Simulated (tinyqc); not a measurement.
Reduced Fermi level from a carrier density: charge neutrality of a doped semiconductor with incomplete ionisation. Computed by tinyqc, a small Python program. Command: `OMP_NUM_THREADS=1 python tinyqc.py 3020035 3020036 out.jsonl dopant walk`. One thread of a shared host (Intel(R) Xeon(R) Processor @ 2.30GHz), about 0.03 s of CPU time with the checks.

Energies are counted from the top of the valence band; E_D is measured down from the conduction band and E_A up from the valence band.

Inputs (values chosen for the exercise, modelled on GaP):

| quantity | value | unit |
|---|---|---|
| gap at 0 K E_g0 | 2.31 | eV |
| Varshni alpha | 0.000592 | eV/K |
| Varshni beta | 365 | K |
| electron mass m_e | 0.499 | m_0 |
| valleys M_c | 3 | - |
| hole mass m_h | 0.808 | m_0 |
| temperature T | 60 | K |

Doping: n-type, compensated. Statistics of the bands: Boltzmann.

ratios u of density to N: 0.0062  0.022  0.075  0.26  0.9  3.1  11

Constants: m_0 = 9.1093837015e-31 kg; k_B = 1.380649e-23 J/K; h = 6.62607015e-34 J s; k_B = 8.617333262e-05 eV/K.

Method:
- E_g = E_g0 - alpha T^2/(T + beta).
- N_c = 2 M_c (2 pi m_e k_B T/h^2)^(3/2) and N_v = 2 (2 pi m_h k_B T/h^2)^(3/2), masses in units of m_0.
- n_i = sqrt(N_c N_v) exp(-E_g/(2 k_B T)); E_i = E_g/2 + (k_B T/2) ln(N_v/N_c).
- F_1/2(eta) = (2/sqrt(pi)) int_0^infinity sqrt(x)/(1 + exp(x - eta)) dx, by the trapezoid rule in t = sqrt(x) with step 0.02 up to t = 12 (for eta < -12 by exp(eta) - exp(2 eta)/2^(3/2)).
- For u = density/N of the majority band, eta solves F_1/2(eta) = u (bisection). Boltzmann: ln u. Joyce-Dixon: ln u + u/sqrt(8) - 4.95009e-3 u^2 + 1.48386e-4 u^3 - 4.42563e-6 u^4. Degenerate limit: (3 sqrt(pi) u/4)^(2/3). The last column is (eta - ln u) k_B T.

N_c = 2.37350e+18 cm^-3

k_B T = 0.00517040 eV

Eta by four rules:

| u | density (cm^-3) | exact | Boltzmann | Joyce-Dixon | degenerate | Boltzmann error (meV) |
|---|---|---|---|---|---|---|
| 0.0062 | 1.4716e+16 | -5.0810 | -5.0832 | -5.0810 | 0.0408 | 1.1333e-02 |
| 0.022 | 5.2217e+16 | -3.8089 | -3.8167 | -3.8089 | 0.0949 | 4.0204e-02 |
| 0.075 | 1.7801e+17 | -2.5638 | -2.5903 | -2.5638 | 0.2150 | 1.3696e-01 |
| 0.26 | 6.1711e+17 | -1.2555 | -1.3471 | -1.2555 | 0.4925 | 4.7357e-01 |
| 0.9 | 2.1361e+18 | 0.2089 | -0.1054 | 0.2089 | 1.1270 | 1.6250e+00 |
| 3.1 | 7.3578e+18 | 2.1839 | 1.1314 | 2.1839 | 2.5704 | 5.4418e+00 |
| 11 | 2.6108e+19 | 5.8350 | 2.3979 | 5.8207 | 5.9798 | 1.7771e+01 |

Boltzmann statistics place E_F within 1 meV of the exact value up to u = 0.260 of those listed and miss by 17.8 meV at u = 11. Joyce-Dixon stays within 0.01 in eta up to u = 3.10; the degenerate limit is still 2.5 % high at the last u. A parabolic band is assumed throughout.
